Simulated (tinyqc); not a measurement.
# Density and mobility of a removed layer (differential Hall)

Inverse problem. For layers in parallel the sheet conductance g = 1/Rs and the product g mu_H (mu_H signed, unit Hall factors) are additive. Find the sheet density and mobility of the layer that was removed, and its share of the conductance.

Constants: q = 1.602176634e-19 C. Results are converted to the units shown.

Rs before and after removing the top layer (ohm/square): [23.464320, 69.582041]
apparent mobility before and after, signed (cm^2/(V s)): [465.55752, 1300]

Solution. The differences give g1 = q n mu and g1 mu = q n mu^2; their ratio is mu and g1^2/(q g1 mu) is n.

sheet density = 4.30e15 cm^-2
mobility = 41.0 cm^2/(V s)
share of the conductance = 66.3 %

tinyqc, about 0.01 s, one thread, Intel Xeon 2.30GHz (shared host): `OMP_NUM_THREADS=1 python tinyqc.py 2850195 2850196 out.jsonl`
